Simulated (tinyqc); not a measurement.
Polytypes and stacking faults of a tetrahedral semiconductor in an axial Ising model with couplings up to third neighbours: one step, computed by the program tinyqc. Command: `OMP_NUM_THREADS=1 python tinyqc.py 3022510 3022511 out.jsonl polytype walk`. One thread of a shared host (Intel(R) Xeon(R) Processor @ 2.30GHz), about 0.01 s of CPU time with the checks.

Each double layer has s = +1 or -1 for the sense of its stacking step; E per pair of atoms = E0 - sum_n J_n <s_i s_(i+n)>, n = 1, 2, 3. Hexagonality h = (1 - <s_i s_(i+1)>)/2.

Task: Electronic energy gained by the fault. The fault binds electrons in a two-dimensional band E_b below the conduction edge, g2 = m m0/(pi hbar^2) for one valley. With the Fermi level held by the bulk, eta = ln[n/N_c(T)], N_c(T) = N_c (T/300)^1.5, the grand potential falls by g2 (k_B T)^2 F1(x), x = eta + E_b/(k_B T), F1(x) = integral from 0 to infinity of ln(1 + exp(x - t)) dt; sheet density g2 k_B T ln(1 + e^x). Band bending by the trapped charge is left out, so the gain is an upper bound. Net fault energy = gamma of the intrinsic fault less the electronic gain.

Inputs (values chosen for the exercise, of the order of those of ZnS for J, a, G and the gaps):
```
quantity,value,unit
binding energy of the fault level E_b,0.12,eV
in-plane mass m,0.35,m0
effective density of states N_c at 300 K,1.8e+19,1/cm^3
electron density n,2.7e+17,1/cm^3
temperature T,600,K
```

Host polytype: 3C.

energy of the glide fault, intrinsic = 10.38283 mJ/m^2

Constants: m_0 = 9.1093837015e-31 kg; hbar = 1.054571817e-34 J s; k_B = 1.380649e-23 J/K; k_B = 8.617333262e-05 eV/K.

Give: x; sheet density; electronic gain; net fault energy.

Result:

x = -2.9185

sheet density = 3.9767e+11 1/cm^2

electronic gain = 0.033378 mJ/m^2

net fault energy = 10.349 mJ/m^2

The gain offsets 0.32 % of the fault energy.
